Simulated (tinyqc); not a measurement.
Oxide trap near a transistor channel: two-state multiphonon kinetics, telegraph noise and bias instability. Changing the frequency f. Computed by tinyqc, a small Python program. Command: `OMP_NUM_THREADS=1 python tinyqc.py 3017002 3017003 out.jsonl oxidetrap sweep`. One thread of a shared host (Intel(R) Xeon(R) Processor @ 2.30GHz), about 0.01 s of CPU time with the checks.

An n-channel device under positive gate bias. The trap is empty (state 1) or holds an electron (state 2); both states are parabolas of equal curvature, and the electron reservoir is taken at the Fermi level of the channel.

Inputs (values chosen for the exercise, with an insulator like Si3N4 on silicon): insulator constant eps_ox = 7.02; insulator thickness t_ox = 1.7 nm; trap depth x from the interface = 0.55 nm; tunnel barrier phi_b = 2.18 eV; tunnelling mass m_ox = 0.37 m_0; trap level above E_F at zero field E_t = 0.27 eV; relaxation energy E_R = 2.6 eV; oxide field F = 6.1 MV/cm; attempt rate k_0 at the interface = 1e+12 1/s; temperature T = 300 K; channel width W = 170 nm; channel length L = 280 nm.

Parts treated: one trap and an ensemble.

Constants: hbar^2/(2 m_0) = 3.80998212 eV angstrom^2; k_B = 8.617333262e-05 eV/K; e = 1.602176634e-19 C; eps_0 = 8.8541878128e-12 F/m.

Method:
- kappa = sqrt(2 m_ox phi_b)/hbar = sqrt(m_ox phi_b/(hbar^2/2m_0)); attenuation length lambda = 1/(2 kappa); factor exp(-x/lambda) for a rectangular barrier.
- E_21 = E_t - e F x is the energy of state 2 over state 1; barriers E_c = (E_R + E_21)^2/(4 E_R), E_e = E_c - E_21; tau_c = exp(E_c/k_B T)/(k_0 P), tau_e = exp(E_e/k_B T)/(k_0 P), P the tunnelling factor; occupation f_2 = tau_e/(tau_c + tau_e); 1/tau_0 = 1/tau_c + 1/tau_e.
- Charge-sheet step dV = e (t_ox - x)/(eps_ox eps_0 W L); Lorentzian spectrum S(f) = 4 dV^2 tau_0^2/((tau_c + tau_e)(1 + (2 pi f tau_0)^2)); corner 1/(2 pi tau_0); variance dV^2 f_2 (1 - f_2) = dV^2 tau_0/(tau_c + tau_e).

One run for each value:
```
frequency f (Hz)  S(f) (V^2/Hz)  corner frequency (Hz)
1.00e-02             3.5071e-09               0.045775
1.00e-01             6.3655e-10               0.045775
1.00e+00             7.6832e-12               0.045775
1.00e+01             7.6991e-14               0.045775
1.00e+02             7.6993e-16               0.045775
1.00e+03             7.6993e-18               0.045775
1.00e+04             7.6993e-20               0.045775
1.00e+05             7.6993e-22               0.045775
1.00e+06             7.6993e-24               0.045775
```

Describe and explain the trends.

Over the rows, S(f) (V^2/Hz) falls from 3.51e-9 to 7.70e-24 (exponent d ln y / d ln x -0.74 between the first rows and -2.0 between the last). At the high end the exponent of S(f) is -2.00, close to -2: the tail of a Lorentzian.

Caution (all rows): a field 1.5 times as high comes near the usual breakdown field of such an insulator.
